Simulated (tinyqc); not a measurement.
# A barrier in a uniform field, exact transmission by Airy functions: what changes with what

The left lead has its band edge at 0, the barrier edge falls as U(x) = U0 - F x with F = V/d for 0 < x < d, and the right lead has its edge at -V. No transverse momentum; C = hbar^2/(2 m0); psi and psi'/m are continuous. M carries (psi, psi'/m) across the barrier.

Values chosen for this exercise; masses and offsets close to those of InGaAs wells and InAlAs barriers: mass in the left lead mL = 0.041 m0; barrier edge at x = 0 U0 = 0.53 eV; mass in the barrier m1 = 0.073 m0; electron energy E = 0.202 eV; barrier width d = 11.1 nm; voltage across the barrier V = 0.57 V; mass in the right lead mR = 0.041 m0.

Constants: q = 1.602176634e-19 C, hbar = 1.054571817e-34 J s, m0 = 9.1093837015e-31 kg, hbar^2/(2 m0) = 0.0380998212 eV nm^2. Results are converted to the units shown.

Each table varies one quantity; the others keep the values above.

## Staircase approximation against the exact result

For the pair (psi, psi'/m) a flat layer has M = [[cos kd, (m/k) sin kd], [-(k/m) sin kd, cos kd]] with k = sqrt(m (E - U)/C) above its edge U, and M = [[cosh Kd, (m/K) sinh Kd], [(K/m) sinh Kd, cosh Kd]] with K = sqrt(m (U - E)/C) below it. The sloping barrier is cut into n slices of width d/n, each flat at U(x) of its centre, later slices to the left in the product. With M acting on (psi, psi'/m) and v = k/m in each lead, T(E) = 4 vL vR/[(vL vR M12 - M21)^2 + (vR M11 + vL M22)^2]. The error is against the Airy result: Energy scale e = (C F^2/m1)^(1/3), z(x) = (U(x) - E)/e, s = (dz/dx)/m1 = -F/(e m1); v = k/m in a lead. With a = Ai, a' = Ai', b = Bi, b' = Bi' at z1 (left edge) and z2 (right edge): M11 = pi (a2 b1' - b2 a1'), M12 = (pi/s)(b2 a1 - a2 b1), M21 = pi s (a2' b1' - b2' a1'), M22 = pi (b2' a1 - a2' b1).

Result of one run:

| n | T(E) | error (%) |
|---|---|---|
| 1 | 0.001451 | -65.7 |

What becomes of these results when the number of slices n is changed from 1 to 4, all else the same?

Result of the changed run:

| n | T(E) | error (%) |
|---|---|---|
| 4 | 0.005015 | 18.7 |

The whole series:

| n | T(E) | error (%) |
|---|---|---|
| 1 | 0.001451 | -65.7 |
| 2 | 0.01625 | 285 |
| 4 | 0.005015 | 18.7 |
| 8 | 0.004356 | 3.10 |
| 16 | 0.004255 | 0.705 |
| 32 | 0.004232 | 0.172 |
| 64 | 0.004227 | 0.0428 |
| 128 | 0.004225 | 0.0107 |

The exact value is 0.0042249. One slice is off by -66 % and 128 slices by 0.011 %; the last doubling cuts the error by a factor of 4.0, as expected of a second-order rule. The error does not fall steadily over the first rows, which lie before the asymptotic range. The error stays below 1 % from n = 16 on.

## Exact and WKB transmission against energy

Energy scale e = (C F^2/m1)^(1/3), z(x) = (U(x) - E)/e, s = (dz/dx)/m1 = -F/(e m1); v = k/m in a lead. WKB: exp(-S), S = (4/(3 F)) sqrt(m1/C) [max(U0 - E, 0)^1.5 - max(U0 - F d - E, 0)^1.5].

Result of one run:

| E (eV) | T(E), exact | exp(-S) | ratio |
|---|---|---|---|
| 0.15 | 2.492e-4 | 2.206e-4 | 1.129 |

What becomes of these results when the electron energy E is changed from 0.15 to 0.027 eV, all else the same?

Result of the changed run:

| E (eV) | T(E), exact | exp(-S) | ratio |
|---|---|---|---|
| 0.027 | 1.299e-6 | 2.702e-6 | 0.4809 |

The whole series:

| E (eV) | T(E), exact | exp(-S) | ratio |
|---|---|---|---|
| 0.027 | 1.299e-6 | 2.702e-6 | 0.4809 |
| 0.088 | 1.618e-5 | 2.590e-5 | 0.6248 |
| 0.15 | 2.492e-4 | 2.206e-4 | 1.129 |
| 0.212 | 0.006876 | 0.001588 | 4.329 |
| 0.274 | 0.01365 | 0.009511 | 1.435 |
| 0.336 | 0.03648 | 0.04637 | 0.7868 |
| 0.398 | 0.2794 | 0.1784 | 1.566 |
| 0.459 | 0.3859 | 0.5066 | 0.7617 |
| 0.521 | 0.3536 | 0.9698 | 0.3646 |
| 0.583 | 0.6520 | 1.000 | 0.6520 |

The exact T(E) moves up and down between 1.30e-6 and 0.652, and the ratio to WKB moves up and down between 0.365 and 4.33. Above U0 = 0.53 eV WKB gives 1, while the exact value is 0.652: reflection over the barrier. In 3 of the 10 rows electrons enter the light-mass collector with more than 1 eV, far outside a parabolic band.

Range of the model: Masses are held fixed, although real bands cease to be parabolic a few tenths of an eV from their edges.

Program tinyqc, `OMP_NUM_THREADS=1 python tinyqc.py 2580126 2580127 out.jsonl`; Intel Xeon 2.30GHz, shared host, one thread, about 0.02 s.
